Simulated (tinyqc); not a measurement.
A particle near a wafer in liquid: double-layer and van der Waals forces (DLVO), deposition barrier and removal: one step, computed by the program tinyqc. Command: `OMP_NUM_THREADS=1 python tinyqc.py 3112909 3112910 out.jsonl dlvo walk`. One thread of a shared host (Intel(R) Xeon(R) Processor @ 2.30GHz), about 0.01 s of CPU time with the checks.

Sphere and flat wall, Derjaguin approximation, constant potentials in the linear-superposition form, no retardation and no hydration force.

Question. Removing an attached particle. Adhesion F_a = A R/(6 h0^2) [1 + a^2/(R h0)] - kappa Z R exp(-kappa h0), a the contact radius. Drag in a shear flow F_d = 1.7 x 6 pi mu R^2 G, acting at 1.4 R; rolling starts when 1.4 R F_d = a F_a. Wall shear stress = mu G.

Inputs (values chosen for the exercise, of the order of those for silicon nitride on silicon in water): particle radius R = 150 nm; Hamaker constant A = 2.9e-20 J; temperature T = 323 K; contact distance h0 = 0.4 nm; contact radius over R = 0.1; viscosity = 0.49 mPa s.

kappa = 0.1009638 1/nm

Z = -5.167518 pN

Give: van der Waals adhesion; net adhesion F_a; wall shear stress for rolling; shear rate G.

Answer.

van der Waals adhesion = 21523 pN

net adhesion F_a = 21599 pN

wall shear stress for rolling = 2140 Pa

shear rate G = 4.367e+06 1/s
